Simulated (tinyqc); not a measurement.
The best anneal temperature for the time t: solubility, supersaturation, precipitation and gettering of an impurity in a silicon-like host. Computed by tinyqc, a small Python program. Command: `OMP_NUM_THREADS=1 python tinyqc.py 3024151 3024152 out.jsonl ripen walk`. One thread of a shared host (Intel(R) Xeon(R) Processor @ 2.30GHz), about 0.01 s of CPU time with the checks.

The wafer was saturated at T1 and is then held at T.

Inputs (values chosen for the exercise, for a model impurity):
```
quantity                                   value    unit
site density N0                            5e+22  1/cm^3
enthalpy of solution H                      3.09      eV
entropy of solution S                        7.1     k_B
diffusion prefactor D0                   0.00085  cm^2/s
migration energy Q                         0.558      eV
temperature of saturation T1                1375       K
anneal temperature T                         932       K
sink density n                           1.8e+10  1/cm^3
initial sink radius r0                       2.5      nm
impurity density in the precipitate C_p  5.2e+22  1/cm^3
interface energy gamma                      0.37   J/m^2
anneal time t                                4.9       s
```

Constants: k_B = 8.617333262e-05 eV/K; k_B = 1.380649e-23 J/K.

Method:
- C_eq(T) = N0 exp(S/k_B - H/(k_B T)); D(T) = D0 exp(-Q/(k_B T)); C0 = C_eq(T1). Supersaturation s = C0/C_eq(T); critical radius r* = 2 gamma/(C_p k_B T ln s); barrier W* = (4 pi/3) gamma r*^2. Strain energy is left out.
- r_f = [r0^3 + 3 (C0 - C_eq)/(4 pi n C_p)]^(1/3), tau_f = 1/(4 pi n r_f D).
- Growing sinks: with y = r/r_f and y0 = r0/r_f, dy/dt = (1 - y^3)/(3 tau_f y), which integrates to t/tau_f = F(y) - F(y0), F(y) = (1/2) ln[(1 + y + y^2)/(1 - y)^2] - sqrt(3) arctan[(2y + 1)/sqrt(3)]; the share of the excess left is (1 - y^3)/(1 - y0^3), and C(t) = C_eq + (C0 - C_eq) x share.

C0 = 2.86223e+14 1/cm^3

Dissolved share after t:
```
T (K)     C_eq/C0  tau_f (s)  C(t)/C0
619    1.4709e-14     407.41  0.99324
715    3.5112e-11     100.01  0.97234
825    2.8151e-08      29.90  0.90664
935    4.6799e-06      11.87  0.76612
1045   2.6512e-04       5.73  0.54425
1155   6.9617e-03       3.18  0.30443
1251   7.5402e-02       2.11  0.20719
1320   3.3736e-01       1.76  0.39478
```

What does the comparison show, and why?

The lowest dissolved share among these rows is 0.21 at 1251 K. Above it solubility sets the floor; below it diffusion is too slow for this time. Solubility falls with H = 3.09 eV and diffusion with Q = 0.558 eV. Caution: the barrier to homogeneous nucleation is below 35 k_B T for these inputs, so new precipitates would form and outnumber the fixed sinks assumed here.

Extremes, crossings and ranges named in words are read from the listed rows.
